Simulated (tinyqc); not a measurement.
From one set of inputs to another, one input at a time: space-charge-limited current through a thin insulating or semi-insulating film with traps. Computed by tinyqc, a small Python program. Command: `OMP_NUM_THREADS=1 python tinyqc.py 3013576 3013577 out.jsonl sclc ladder`. One thread of a shared host (Intel(R) Xeon(R) Processor @ 2.30GHz), about 0.01 s of CPU time with the checks.

One ohmic injecting contact at x = 0 (field zero), drift only, non-degenerate free carriers.

The inputs printed are set A. Set A is modelled on HfO2; the values taken over come from a set modelled on semi-insulating GaAs. Inputs not listed in the table keep their values of set A, so the rows need not describe a real material.

Inputs (values chosen for the exercise, modelled on HfO2):
```
quantity                                            value        unit
permittivity eps                                       22           -
band mobility mu                                    0.069  cm^2/(V s)
effective density of states N_c                   9.4e+19      1/cm^3
trap density N_t                                  4.3e+17      1/cm^3
equilibrium Fermi level below the band edge, E_0     0.88          eV
thickness d                                           120          nm
free density at the anode, in units of N_c        1.2e-07           -
temperature T                                         400           K
trap level E_t below the band edge                   0.38          eV
```

Traps: single level.

Constants: k_B = 8.617333262e-05 eV/K; e = 1.602176634e-19 C; eps_0 = 8.8541878128e-12 F/m.

Method:
- Free density n_0 = N_c exp(-E_0/k_B T) in equilibrium; trapped density n_t(n) = N_t/(1 + n_1/n), n_1 = N_c exp(-E_t/k_B T).
- theta = n/(n + n_t) at the anode density; trap-filled-limit voltage V_TFL = e (N_t - n_t(n_0)) d^2/(2 eps eps_0).
- J = e mu n F and (eps eps_0/e) dF/dx = n - n_0 + n_t(n) - n_t(n_0) = rho(n). With F = J/(e mu n): d = (eps eps_0 J/(e^2 mu)) I_1 and V = (eps eps_0 J^2/(e^3 mu^2)) I_2, I_k = int_(n_L)^infinity dn/(n^(k+1) rho(n)), n_L the density at the anode; with u = n_L/n, 200 Gauss-Legendre points in t, u = 1 - (1 - t)^2.
- Anode field J/(e mu n_L); Mott-Gurney current (9/8) eps eps_0 mu V^2/d^3; ohmic current e n_0 mu V/d.

Each row keeps all changes above it:
```
input moved                                    from       to  voltage V (V)     theta  V_TFL (V)
set A                                             -        -        0.04926  0.003577     2.5465
band mobility mu (cm^2/(V s))                 0.069     3700        0.04926  0.003577     2.5465
trap density N_t (1/cm^3)                   4.3e+17  3.9e+17        0.04470  0.003942     2.3096
permittivity eps                                 22     12.9        0.07623  0.003942     3.9388
trap level E_t below the band edge (eV)        0.38     0.31        0.01043  0.029096     3.9388
temperature T (K)                               400      300        0.19427  0.001520     3.9388
thickness d (nm)                                120      150        0.30355  0.001520     6.1544
free density at the anode, in units of N_c  1.2e-07  1.6e-07        0.39859  0.001530     6.1544
```

Voltage V goes from 0.0493 to 0.399, a factor 8.09 in all. The largest single move comes from temperature T (a factor 18.6), and trap level E_t below the band edge works against it (a factor 0.137). Theta goes from 0.00358 to 0.00153, a factor 0.428 in all. The largest single move comes from temperature T (a factor 0.0523), and trap level E_t below the band edge works against it (a factor 7.38). V_TFL goes from 2.55 to 6.15, a factor 2.42 in all. The largest single move comes from permittivity eps (a factor 1.71), and trap density N_t works against it (a factor 0.907). The single moves hold for this order of the switches; the total does not depend on the order.

Caution (rows set A, band mobility mu, trap density N_t, permittivity eps, trap level E_t below the band edge, temperature T): V is below 10 k_B T/e, where diffusion from the contact, left out here, dominates. Caution (rows band mobility mu, trap density N_t, permittivity eps, temperature T, thickness d, free density at the anode, in units of N_c): mu V/d exceeds 1e7 cm/s, so velocity saturation would limit the current.

Extremes, crossings and ranges named in words are read from the listed rows.
